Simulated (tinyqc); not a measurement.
Surface photovoltage measurement of the minority-carrier diffusion length in a wafer. From one set of inputs to another, one input at a time. Computed by tinyqc, a small Python program. Command: `OMP_NUM_THREADS=1 python tinyqc.py 3130026 3130027 out.jsonl spv ladder`. One thread of a shared host (Intel(R) Xeon(R) Processor @ 2.30GHz), about 0.02 s of CPU time with the checks.

Low injection, steady light, a depletion layer much thinner than 1/alpha and L. The excess density dn is taken at the front edge of the neutral region; light that reaches the back is lost.

The inputs printed are set A. Inputs not listed in the table keep their values of set A, so the rows need not describe a real material.

Inputs (values chosen for the exercise, modelled on p-type silicon at room temperature):
```
quantity                                              value               unit
diffusion length L                                      780         micrometre
wafer thickness W                                       775         micrometre
diffusivity D                                          30.9             cm^2/s
front recombination velocity S_f                       7300               cm/s
back recombination velocity S_b                        7900               cm/s
photon flux entering                                6.3e+12         1/(cm^2 s)
minority density at the surface barrier scale n_0   1.3e+10             1/cm^3
temperature T                                           298                  K
wavelength                                              802                 nm
diffusion length after pair splitting over L           0.81                  -
iron factor C                                      1.07e+16  micrometre^2/cm^3
```

normal deviates g for the noise: 0.83  -0.11  -0.41  -1.19  -1.63  -0.01  0.89

Constants: k_B = 8.617333262e-05 eV/K.

Method:
- alpha = (84.732/lambda - 76.417)^2 per cm with lambda in micrometre (an empirical fit for silicon between 0.7 and 1.05 micrometre).
- Thick wafer: dn = Phi L/((S_f + D/L)(L + 1/alpha)). Finite wafer, with s = S_b L/D, w = W/L, a = alpha L: dn = [Phi a/(a^2 - 1)] [a - B - exp(-alpha W)(a - s)/(cosh w + s sinh w)]/(S_f + B D/L), B = (sinh w + s cosh w)/(cosh w + s sinh w).
- Photovoltage V = (k_B T/e) ln(1 + dn/n_0). Lifetime = L^2/D.
- Readings y = (Phi/dn) (1 + noise x g) at 780, 830, 880, 920, 950, 975 and 995 nm; a least-squares line y = c (1/alpha + L_app) gives L_app = intercept/slope.
- Splitting iron-boron pairs in boron-doped silicon shortens L; with nothing else changing, [Fe] = C (1/L_after^2 - 1/L^2). It is evaluated with the true lengths and with the apparent ones (without noise), which differ when the wafer is not thick against L.

Each row keeps all changes above it:
```
input moved                                 from       to  dn, finite wafer (1/cm^3)  photovoltage V (mV)  [Fe] from the apparent lengths (1/cm^3)
set A                                          -        -                 7.9148e+08               1.5177                               7.1236e+09
wavelength (nm)                              802      923                 7.5296e+08               1.4459                               7.1236e+09
photon flux entering (1/(cm^2 s))        6.3e+12  4.5e+11                 5.3783e+07               0.1060                               7.1236e+09
diffusion length L (micrometre)              780      730                 5.3555e+07               0.1056                               8.2495e+09
front recombination velocity S_f (cm/s)     7300    14000                 2.8852e+07               0.0569                               8.2495e+09
wafer thickness W (micrometre)               775      725                 2.8746e+07               0.0567                               8.1228e+09
diffusivity D (cm^2/s)                      30.9     31.9                 2.8714e+07               0.0567                               8.1259e+09
back recombination velocity S_b (cm/s)      7900   790000                 2.8614e+07               0.0565                               8.0284e+09
```

Which inputs carry the difference?

dn, finite wafer goes from 7.91e8 to 2.86e7, a factor 0.0362 in all. The largest single move comes from photon flux entering (a factor 0.0714). Photovoltage V goes from 1.52 to 0.0565, a factor 0.0372 in all. The largest single move comes from photon flux entering (a factor 0.0733). [Fe] from the apparent lengths goes from 7.12e9 to 8.03e9, a factor 1.13 in all. The largest single move comes from diffusion length L (a factor 1.16), and wafer thickness W works against it (a factor 0.9846). The single moves hold for this order of the switches; the total does not depend on the order.

Extremes, crossings and ranges named in words are read from the listed rows.
